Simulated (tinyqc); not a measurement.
Double-gate transistor, scale length and short-channel effects: two steps of the calculation.

A body of thickness ts between two insulators of thickness ti and two tied gates. Below threshold the potential that source and drain add obeys Laplace's equation and vanishes on the gate. Its lowest mode decays along the channel as exp(-k y); k is the smallest positive root of the matching condition at the interface, and the scale length is Lambda = pi/k.

Parameters, values chosen for the exercise; permittivities: semiconductor made up, insulator close to that of silicon nitride: temperature T = 300 K; relative permittivity of the semiconductor eps_r = 12.8; relative permittivity of the insulator ei = 7.54; insulator thickness ti = 4.6 nm; body thickness ts = 8.9 nm; channel length L = 39 nm; potential of the source Vbi = 1.05 V; potential of the barrier top at threshold sT = 0.55 V; long-channel threshold VTL = 0.47 V; long-channel body factor m = 1; drain voltage Vds = 0.6 V.

Constants: q = 1.602176634e-19 C, kB = 1.380649e-23 J/K, Vt = kB T/q. Results are converted to the units shown.

Question 1. Scale length against simple estimates. Lambda = pi/k and l = 1/k. A parabolic potential across the structure gives l(parabolic) = sqrt((eps_r/(2 ei)) ts ti (1 + ei ts/(4 eps_r ti))).

k = 0.14467214 1/nm

Find: Lambda; l; l(parabolic).

Answer 1.

Lambda = 21.715 nm
l = 6.9122 nm
l(parabolic) = 6.6822 nm

Question 2. Threshold shift, barrier position and swing. Along the channel psi(y) = s + a exp(y/l) + b exp(-y/l) with psi(0) = Vbi, psi(L) = Vbi + Vds and l = 1/k = Lambda/pi; with A = Vbi - s, B = A + Vds, x = exp(-L/l): a = (B - A x) x/(1 - x^2), b = (A - B x)/(1 - x^2). The minimum is s + 2 sqrt(a b), at y = (l/2) ln(b/a). The long-channel potential follows the gate as s = sT + (Vg - VTL)/m, and the threshold VT is the gate voltage at which the minimum equals sT. Swing = m Vt ln 10/g at threshold, g = d(minimum)/ds = 1 - (b x + a)/((1 + x) sqrt(a b)).

l = 6.9121809 nm

Give: s at threshold; a; b; position of the minimum; VT; swing.

Answer 2.

s at threshold = 0.4493 V
a = 0.004249 V
b = 0.5964 V
position of the minimum = 17.09 nm
VT = 0.3693 V
swing = 68.10 mV/decade

The threshold lies 101 mV below the long-channel value, and the barrier top sits at 0.44 L from the source.

Numbers from tinyqc (`OMP_NUM_THREADS=1 python tinyqc.py 2420169 2420170 out.jsonl`; about 0.01 s on one thread of a shared Intel Xeon 2.30GHz).
